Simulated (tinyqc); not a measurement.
Binary melting diagram from solution models of liquid and solid: one step, computed by the program tinyqc.

x is the fraction of B. In a phase with interaction L: mu_A = G_A + R T ln(1 - x) + L x^2, mu_B = G_B + R T ln x + L (1 - x)^2. Melting: G(liquid) - G(solid) = H (1 - T/T_m) for each pure component.

Task: Tie line by Newton steps. Equal potentials: F_A = dG_A + R T ln[(1 - xl)/(1 - xs)] + L_L xl^2 - L_S xs^2 = 0, F_B = dG_B + R T ln(xl/xs) + L_L (1 - xl)^2 - L_S (1 - xs)^2 = 0. Newton steps from the ideal values with the exact Jacobian, halved if x would leave (0, 1); stop below 1e-12, residuals under 1e-7 shown as 0.

Inputs (values chosen for the exercise, for a model alloy):
```
quantity,value,unit
melting point T_A,1780,K
melting point T_B,1195,K
heat of melting H_A,49.5,kJ/mol
heat of melting H_B,36.1,kJ/mol
liquid interaction L_L,0.5,kJ/mol
solid interaction L_S,2.8,kJ/mol
```

Diagram: complete solid solution (lens).

T = 1557.7 K

Constants: R = 8.314462618 J/(mol K).

Give: Iteration; liquidus xl; solidus xs.

Result:

Iteration:
```
step,xl,xs,F_A (kJ/mol),F_B (kJ/mol)
1,0.5173,0.2220,-0.004181,-1.578e+00
2,0.4937,0.1820,-0.002603,2.208e-01
3,0.4961,0.1863,-0.000019,3.267e-03
4,0.4962,0.1863,0.000000,7.431e-07
5,0.4962,0.1863,0.000000,0
```

liquidus xl = 0.4962

solidus xs = 0.1863
